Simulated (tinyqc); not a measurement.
MOS structure on a p-type body, non-linear Poisson equation by Newton steps: one step of the calculation.

One dimension, insulator interface at x = 0, acceptor density Na, uniform, net doping C = -(acceptor density). psi is counted from the intrinsic level: n = ni exp((psi - Vb)/Vt), p = ni exp(-psi/Vt); deep in the body psi_b = -Vt ln(Na/ni). The gate acts through Cox = eps0 eox/tox and has the potential psi_G = Vg - (phiM - chi - Vt ln(Nc/ni)). Boltzmann statistics, full ionisation, classical densities, no oxide or interface charge.

Task. Densities, residual and Jacobian diagonal. n_i = ni exp((psi_i - Vb)/Vt), p_i = ni exp(-psi_i/Vt), rho_i = p_i - n_i + C_i, g_i = (n_i + p_i)/Vt. Box widths w_i = (h_(i-1) + h_i)/2 in cm. Residual F_i = a_i (psi_(i+1) - psi_i) - a_(i-1) (psi_i - psi_(i-1)) + q rho_i w_i; Jacobian: a_(i-1) and a_i beside the diagonal, b_i = -a_(i-1) - a_i - q g_i w_i on it. Node 0 is free: w_0 = h_0/2, F_0 = a_0 (psi_1 - psi_0) + Cox (psi_G - psi_0) + q rho_0 w_0, b_0 = -a_0 - Cox - q g_0 w_0, with Cox = eps0 eox/tox, psi_G = Vg - (phiM - chi - Vt ln(Nc/ni)). The last node is fixed.

Inputs (values chosen for the exercise); band and dielectric values those of a made-up semiconductor: temperature T = 250 K; band gap Eg = 1.24 eV; conduction-band density of states at T Nc = 2.41e19 cm^-3; valence-band density of states at T Nv = 1.67e19 cm^-3; electron affinity chi = 4.3 eV; relative permittivity of the gate insulator (close to silicon dioxide) eox = 3.9; insulator thickness tox = 2.4 nm; gate work function phiM = 4.92 eV; electron quasi-Fermi potential against the body Vb = 1.1 V; gate voltage against the body Vg = 2.06 V.

Constants: q = 1.602176634e-19 C, kB = 1.380649e-23 J/K, Vt = kB T/q, eps0 = 8.8541878128e-14 F/cm where lengths are in cm. Results are converted to the units shown.

```
node  x (nm)  psi at the start (V)  net doping C (cm^-3)
0          0           -0.48858776               -4.5e16
1        0.8           -0.48858776               -4.5e16
2       2.11           -0.48858776               -4.5e16
3       4.24           -0.48858776               -4.5e16
4       7.72           -0.48858776               -4.5e16
5       13.4           -0.48858776               -4.5e16
6       22.7           -0.48858776               -4.5e16
7       37.8           -0.48858776               -4.5e16
8       62.6           -0.48858776               -4.5e16
9        103           -0.48858776               -4.5e16
10       169           -0.48858776               -4.5e16
11       276           -0.48858776               -4.5e16
12       452           -0.48858776               -4.5e16
```

coupling a_i, interval 0 to 11 (F/cm^2): 1.0481145e-5  6.4006991e-6  3.9365802e-6  2.4094586e-6  1.4762176e-6  9.0160386e-7  5.5529244e-7  3.3810145e-7  2.0754742e-7  1.2704418e-7  7.8363700e-8  4.7641567e-8
ni = 6.3638049e6 cm^-3

Wanted: n; p; residual F; diagonal b.

Result.

```
node   n (cm^-3)  p (cm^-3)
0     6.0145e-26  4.5000e16
1     6.0145e-26  4.5000e16
2     6.0145e-26  4.5000e16
3     6.0145e-26  4.5000e16
4     6.0145e-26  4.5000e16
5     6.0145e-26  4.5000e16
6     6.0145e-26  4.5000e16
7     6.0145e-26  4.5000e16
8     6.0145e-26  4.5000e16
9     6.0145e-26  4.5000e16
10    6.0145e-26  4.5000e16
11    6.0145e-26  4.5000e16
12    6.0145e-26  4.5000e16
```

```
node  residual F (1e-6 C/cm^2)  diagonal b (F/cm^2)
0                       3.6726           -1.1933e-5
1                       0.0000           -1.6917e-5
2                       0.0000           -1.0395e-5
3                       0.0000           -6.4399e-6
4                       0.0000           -4.0390e-6
5                       0.0000           -2.6285e-6
6                       0.0000           -1.8652e-6
7                       0.0000           -1.5611e-6
8                       0.0000           -1.6367e-6
9                       0.0000           -2.1150e-6
10                      0.0000           -3.1003e-6
11                      0.0000           -4.8615e-6
```

Range of the model: On a fine mesh the surface electron density exceeds 0.3 Nc, so degeneracy and confinement would lower the charge and push it away from the interface.

Computed by the program tinyqc: `OMP_NUM_THREADS=1 python tinyqc.py 2080139 2080140 out.jsonl`, one thread of a shared Intel Xeon 2.30GHz, about 0.4 s for the whole run.
